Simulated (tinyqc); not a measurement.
Gupta-type many-body potential for a metal. Inputs raised by 10 %, one at a time. Computed by tinyqc, a small Python program. Command: `OMP_NUM_THREADS=1 python tinyqc.py 3018864 3018865 out.jsonl gupta sens`. One thread of a shared host (Intel(R) Xeon(R) Processor @ 2.30GHz), about 0.02 s of CPU time with the checks.

E_i = sum_j A exp(-p (r_ij/r0 - 1)) - xi rho_i^gamma, with rho_i = sum_j exp(-2 q (r_ij/r0 - 1)); gamma = 1/2 is the tight-binding second-moment form. The crystal is fcc unless stated; d is the neighbour distance and a fixed number of shells is kept.

Inputs (values chosen for the exercise, modelled on lead):
```
quantity                   value      unit
repulsion A               0.0964        eV
hopping xi                 0.918        eV
decay p                     9.34         -
decay q                     3.61         -
reference distance r0      3.501  angstrom
shells kept                    2         -
embedding exponent gamma     0.5         -
```

Constants: 1 eV/angstrom^3 = 160.2176634 GPa.

Method:
- fcc shells: d sqrt(k), k = 1..5, with 12, 6, 24, 12, 24 atoms; Omega = d^3/sqrt2.
- Equilibrium: dE/dd = 0; B = d^2 E''(d)/(9 Omega).
- Repulsion and density of one neighbour in each shell, and their sums.
- Each neighbour j of the vacancy loses one repulsive term and one density term: E_v = sum_shells count x {-repulsion - xi [(rho - density)^gamma - rho^gamma]}. (The removed atom returns to a bulk-like site, so its own energy cancels.)
- Second derivatives of E/Omega at equilibrium under homogeneous strain: e_xx = h gives C11; e_xx = -e_yy = h gives 2 (C11 - C12); e_xy = e_yx = h/2 gives C44.

Runs; columns: (1) input moved; (2) from; (3) to; (4) neighbour distance d (angstrom); (5) bulk modulus B (GPa); (6) vacancy energy E_v (eV); (7) Cauchy pressure C12 - C44 (GPa):
```
(1)                                  (2)      (3)    (4)    (5)     (6)    (7)
base run                               -        -  3.459  41.68  0.4087  26.58
repulsion A (eV)                  0.0964  0.10604  3.517  38.55  0.3849  24.57
hopping xi (eV)                    0.918   1.0098  3.401  49.59  0.4773  31.63
decay p                             9.34   10.274  3.513  45.03  0.4977  24.73
decay q                             3.61    3.971  3.398  46.95  0.3025  34.99
reference distance r0 (angstrom)   3.501   3.8511  3.805  31.31  0.4087  19.97
embedding exponent gamma             0.5     0.55  3.312  60.53  0.5993  37.15
```

Exponents ln(y'/y) / ln(x'/x):
```
input                     neighbour distance d  bulk modulus B  vacancy energy E_v  Cauchy pressure C12 - C44
repulsion A                              0.175          -0.819              -0.628                     -0.823
hopping xi                              -0.178           1.823               1.628                      1.827
decay p                                  0.161           0.812               2.068                     -0.757
decay q                                 -0.187           1.249              -3.156                      2.886
reference distance r0                    1.000          -3.000               0.000                     -3.000
embedding exponent gamma                -0.456           3.914               4.018                      3.513
```

To which inputs is each result most sensitive?

Among the inputs moved here: neighbour distance d answers most in size to reference distance r0 (exponent +1.000), next to embedding exponent gamma (-0.456). Its exponent +1.000 in reference distance r0: r0 is the length scale. Bulk modulus B answers most in size to embedding exponent gamma (exponent +3.914), next to reference distance r0 (-3.000). Its exponent -3.000 in reference distance r0: energy over volume. Vacancy energy E_v answers most in size to embedding exponent gamma (exponent +4.018), next to decay q (-3.156); its exponent is below 0.0005 for reference distance r0. Cauchy pressure C12 - C44 answers most in size to embedding exponent gamma (exponent +3.513), next to reference distance r0 (-3.000).
